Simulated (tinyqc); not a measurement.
Worked calculation: lattice vibrations of a chain. Computed by tinyqc, a small Python program that keeps every step. Command: `OMP_NUM_THREADS=1 python tinyqc.py 21919 21920 out.jsonl` (the two numbers bound the seeds that draw the settings). One thread of a shared host (Intel(R) Xeon(R) Processor @ 2.60GHz), about 0.01 s of CPU time with the checks.

## Dynamical matrix at q = 0.29

A chain moving along its axis:
```
atom,mass (u),spring to the next atom (eV/angstrom^2)
1,48.000000,7.600000
2,33.400000,11.500000
3,41.300000,12.700000
4,26.000000,24.400000
```

q is in units of 2 pi/a. A spring k from atom i to atom j, n cells on, adds k to Phi_ii and Phi_jj, -k exp(2 pi i q n) to Phi_ij and the conjugate to Phi_ji (for one atom a cell: 2k (1 - cos 2 pi q n)); D_ij = Phi_ij / sqrt(m_i m_j).

D(q) (eV/(angstrom^2 u)):
```
,1,2,3,4
1,0.666667,-0.189810,0.000000,0.171767+0.668990i
2,-0.189810,0.571856,-0.309635,0.000000
3,0.000000,-0.309635,0.585956,-0.387563
4,0.171767-0.668990i,0.000000,-0.387563,1.426923
```

## Frequencies

omega^2 are the eigenvalues; wavenumber = 521.4708 sqrt(eigenvalue) 1/cm.

eigenvalues: 0.063774  0.352187  0.907199  1.928243

wavenumbers (1/cm): 131.7  309.5  496.7  724.1

weights |e|^2 of the mass-weighted modes:
```
,mode 1,mode 2,mode 3,mode 4
atom 1,0.340991,0.320450,0.118273,0.220286
atom 2,0.197296,0.316098,0.480241,0.006366
atom 3,0.277960,0.274570,0.383236,0.064234
atom 4,0.183754,0.088882,0.018250,0.709115
```

## Dispersion and heat capacity

C/k_B per atom = mean over q = (j + 1/2)/80, j = 0..39 and all branches of y^2 e^y/(e^y - 1)^2, y = hc wavenumber / k_B T.

Wavenumbers (1/cm):
```
q,branch 1,branch 2,branch 3,branch 4
0.000000,0.000000,371.753725,467.057956,726.509355
0.062500,28.853639,367.730338,469.565562,726.367579
0.125000,57.582024,356.818617,475.925349,725.961196
0.187500,86.048269,341.177181,483.970540,725.345540
0.250000,114.083336,322.494137,492.022766,724.607433
0.312500,141.433382,301.885706,499.053141,723.855919
0.375000,167.577923,280.330549,504.442871,723.207870
0.437500,190.836827,259.748578,507.815604,722.769053
0.500000,202.979098,248.487022,508.962423,722.613831
```

Heat capacity:
```
T (K),C/k_B per atom
20,0.049705
50,0.126891
100,0.265443
200,0.532897
300,0.709322
600,0.904830
1200,0.974244
```

zero-point energy per atom = 25.471289 meV
